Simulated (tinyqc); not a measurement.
Inside a calculation. Method: coherent transport through a tight-binding region between two chains. Computed by tinyqc, a small Python program that keeps every step. Settings: temperature = 77, mu = 0.37. Command: `OMP_NUM_THREADS=1 python tinyqc.py 21809 21810 out.jsonl` (the two numbers bound the seeds that draw the settings). One thread of a shared host (Intel(R) Xeon(R) Processor @ 2.60GHz), about 0.1 s of CPU time with the checks.

## Transmission at E = -0.7 eV

H of the central region (eV), lower triangle:
```
,1,2,3,4,5
1,0.00000
2,-0.84000,0.00000
3,0.00000,-1.39000,0.00000
4,0.00000,0.00000,-0.77000,0.00000
5,0.00000,0.00000,0.00000,-0.61000,0.00000
```

Leads: semi-infinite chains with site energy 0:
```
parameter,value
lead hopping t (eV),1.410000
coupling to the left lead (eV),1.040000
coupling to the right lead (eV),0.780000
left contact site,1
right contact site,5
```

E = -0.70000 eV

Surface Green function g = (E - i sqrt(4 t^2 - E^2)) / (2 t^2); self-energy tc^2 g on each contact site; G = (E - H - Sigma)^(-1); Gamma = -2 Im Sigma; T = Gamma_L Gamma_R |G_LR|^2; local density of states -Im G_ii / pi.

g = -0.17605-0.68702i 1/eV

G (1/eV), lower triangle:
```
,1,2,3,4,5
1,-0.27422-0.89351i
2,0.23370-0.29946i,-0.12314-0.38841i
3,0.28341+0.38915i,0.51618-0.01463i,0.08868-0.24254i
4,-0.16423+0.89436i,0.69154+0.68785i,0.44751-0.19408i,-0.84154-1.41814i
5,-0.54621+0.53510i,0.14200+0.80781i,0.40159+0.08344i,0.10875-1.38239i,-0.38213-1.69168i
```

local density of states (1/eV): 0.28441  0.12363  0.07720  0.45141  0.53848

transmission = 0.72639

## Transmission across the band

The same steps on a grid of energies.

T(E):
```
E (eV),T
-2.6790000,2.19e-05
-2.4111000,0.00027
-2.1432000,0.00302
-1.8753000,0.09725
-1.6074000,0.08999
-1.3395000,0.07915
-1.0716000,0.16452
-0.8037000,0.50768
-0.5358000,0.90836
-0.2679000,0.79913
0.0000000,0.74316
0.2679000,0.79913
0.5358000,0.90836
0.8037000,0.50768
1.0716000,0.16452
1.3395000,0.07915
1.6074000,0.08999
1.8753000,0.09725
2.1432000,0.00302
2.4111000,0.00027
2.6790000,2.19e-05
```

levels of the isolated region (eV): -1.77755  -0.66561  0.00000  0.66561  1.77755

## Current

I = (2e/h) int T(E) [f(E - mu - V/2) - f(E - mu + V/2)] dE at 77 K with mu = 0.37 eV, the bias not changing H; 2e^2/h = 77.48092 microsiemens; the integral runs over the band on 4001 points.

Current:
```
V (volt),I (microampere)
0.01000,0.65915
0.05000,3.29577
0.10000,6.59169
0.20000,13.18122
0.40000,26.24651
0.80000,49.73596
```
